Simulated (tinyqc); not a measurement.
Inside a calculation: k.p values derived from sp3s* tight binding at Gamma. Values are carried at full precision from step to step, so a last printed digit may differ when a step is redone from the rounded ones.

At Gamma the states are two-level mixtures: s-like S+ (upper) and S- (lower) from [[Esa, Vss], [Vss, Esc]], p-like P- (valence) and P+ from [[Epa, Vxx], [Vxx, Epc]], and the bare s* levels. With real k in 1/angstrom and kz = 0, the phase sums over the four bonds are g0 = 1 - (a k/4)^2/2, g1 = i a kx/4, g3 = -(a/4)^2 kx ky to second order. Each mixture is written (anion, cation) with the anion part positive. c = hbar^2/2m0. No spin-orbit coupling.

Constants: hbar^2/2m0 = 3.80998211 eV angstrom^2.

Parameters, chosen for this exercise (near a published set for GaAs, fitted to gaps, whose masses and valley positions are rough; not measured data): Esa = -8.409 eV (s level of the anion); Esc = -2.629 eV (s level of the cation); Epa = 1.051 eV (p level of the anion); Epc = 3.614 eV (p level of the cation); Vss = -6.505 eV (s-s); Vxx = 1.979 eV (px-px); a = 5.65 angstrom (lattice constant); Vsapc = 4.523 eV (s anion, p cation); Vscpa = 5.757 eV (s cation, p anion); Vxapc = 4.818 eV (s* anion, p cation); Vpaxc = 4.743 eV (p anion, s* cation); Exa = 8.471 eV (s* level of the anion); Exc = 6.798 eV (s* level of the cation); Vxy = 5.123 eV (px-py).

## States at Gamma

Solve the two blocks.

States:

| state | E (eV) | anion part | cation part |
|---|---|---|---|
| S- | -12.6371 | 0.83845 | 0.54497 |
| P- | -0.0252 | 0.87850 | -0.47773 |
| S+ | 1.5991 | 0.54497 | -0.83845 |
| P+ | 4.6902 | 0.47773 | 0.87850 |

## Linear terms and the Kane energy

<s state|dH/dkx|x state> = i P with P = (a/4)(sa pc Vsapc + sc pa Vscpa), sa, sc and pa, pc being the parts of the two states; for s* on the anion P = (a/4) pc Vxapc, on the cation (a/4) pa Vpaxc. Ep = P^2/c for S+ to P-.

Couplings:

| pair | P (eV angstrom) | E(first) - E(second) (eV) |
|---|---|---|
| S+ to P- | -7.6531 | 1.6243 |
| S+ to P+ | -0.1986 | -3.0911 |
| S- to P- | 1.3341 | -12.6119 |
| s*a to P- | -3.2512 | 8.4962 |
| s*c to P- | 5.8855 | 6.8232 |

Ep = 15.373 eV

The two terms of S+ to P- have the same sign and add: S+ and P- both change sign from anion to cation. An on-site momentum element between s and p, which real atoms have, is absent from this model.

## Electron mass

m0/m = [<S+|d2H/dkx^2|S+>/2 + sum P^2/(E(S+) - E(P))]/c over P- and P+, with the direct term -(a/4)^2 sa sc Vss.

parts of m0/m: direct -1.557, from P- 9.464, from P+ -0.003

mass = 0.1265 m0

The valence band supplies 120 % of m0/m; the direct term, which stands in for the free-electron 1, is -1.56. Sets of this kind were fitted to gaps and often give too heavy a mass, by up to a factor of two.

## Valence parameters L, M, N and the Luttinger values

Direct terms d0 = -(a/4)^2 pa pc Vxx, dN = -2 (a/4)^2 pa pc Vxy for P-. F = sum P^2/(E(P-) - E(s)) over S+, S-, s*a, s*c. The y state of P- couples to the z state of P+ through Q = (a/4) Vxy (pa p'c - pc p'a), primes for P+, and H1 = Q^2/(E(P-) - E(P+)). L = d0 + F, M = d0 + H1, N = dN + F + H1; g1 = -(L + 2M)/(3c), g2 = -(L - M)/(6c), g3 = -N/(6c).

d0, dN, F, Q, H1 (eV angstrom^2; Q in eV angstrom): 1.6571  8.5795  -42.2385  7.2362  -11.1048

L, M, N (eV angstrom^2): -40.581  -9.448  -44.764

g1, g2, g3: 5.204  1.362  1.958

Along [100] the masses without spin-orbit coupling are c/|L| = 0.094 (one band) and c/|M| = 0.403 (two bands).

## Checks

- Electron mass against a finite difference of the full bands: both 0.1265.
- L and M against finite differences along [100]: largest relative difference 2.0e-05.
- Lowest curvature along [111], (L + 2M + 2N)/3, against a finite difference: -49.668 against -49.667.

Program tinyqc; command `OMP_NUM_THREADS=1 python tinyqc.py 1482479 1482480 out.jsonl`; about 0.01 s on one thread of a shared Intel(R) Xeon(R) Processor @ 2.30GHz.
